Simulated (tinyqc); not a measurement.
Inside a calculation. Method: sp3 tight binding, zinc-blende lattice. One step of it, computed by the program tinyqc.

Problem. Bloch Hamiltonian at k. Slater-Koster rules over the four bonds with direction cosines (l, m, n): ss V_ss; s-px l V_sp; px-s -l V_sp; px-px l^2 V_pps + (1 - l^2) V_ppp; px-py l m (V_pps - V_ppp); each times exp(i k.d).

Parameters chosen for this model: zinc-blende lattice, anion at 0, cation at a/4 (1,1,1); V = eta hbar^2 / (m d^2), hbar^2/m = 7.619964 eV angstrom^2:
```
parameter          value      unit
a               5.070000  angstrom
d               2.195374  angstrom
Es anion      -13.420000        eV
Ep anion       -7.350000        eV
Es cation     -10.040000        eV
Ep cation      -5.590000        eV
eta ss         -1.320000
eta sp          1.420000
eta pp sigma    2.220000
eta pp pi      -0.630000
V ss           -2.086939        eV
V sp            2.245040        eV
V pp sigma      3.509851        eV
V pp pi        -0.996039        eV
```

k point k (2 pi / a): [-0.060000, 0.630000, 0.300000]

Give: H(k) at k.

Solution.

H(k) at k (eV), order a s, a px, a py, a pz, c s, c px, c py, c pz:
$$\begin{pmatrix}
-13.420 & 0.000 & 0.000 & 0.000 & -4.065-0.298i & -1.959-0.239i & 0.122+3.844i & 0.363+1.287i \\
0.000 & -7.350 & 0.000 & 0.000 & 1.959+0.239i & 0.986+0.072i & 0.421+1.491i & 0.141+4.454i \\
0.000 & 0.000 & -7.350 & 0.000 & -0.122-3.844i & 0.421+1.491i & 0.986+0.072i & -2.270-0.277i \\
0.000 & 0.000 & 0.000 & -7.350 & -0.363-1.287i & 0.141+4.454i & -2.270-0.277i & 0.986+0.072i \\
-4.065+0.298i & 1.959-0.239i & -0.122+3.844i & -0.363+1.287i & -10.040 & 0.000 & 0.000 & 0.000 \\
-1.959+0.239i & 0.986-0.072i & 0.421-1.491i & 0.141-4.454i & 0.000 & -5.590 & 0.000 & 0.000 \\
0.122-3.844i & 0.421-1.491i & 0.986-0.072i & -2.270+0.277i & 0.000 & 0.000 & -5.590 & 0.000 \\
0.363-1.287i & 0.141-4.454i & -2.270+0.277i & 0.986-0.072i & 0.000 & 0.000 & 0.000 & -5.590
\end{pmatrix}$$
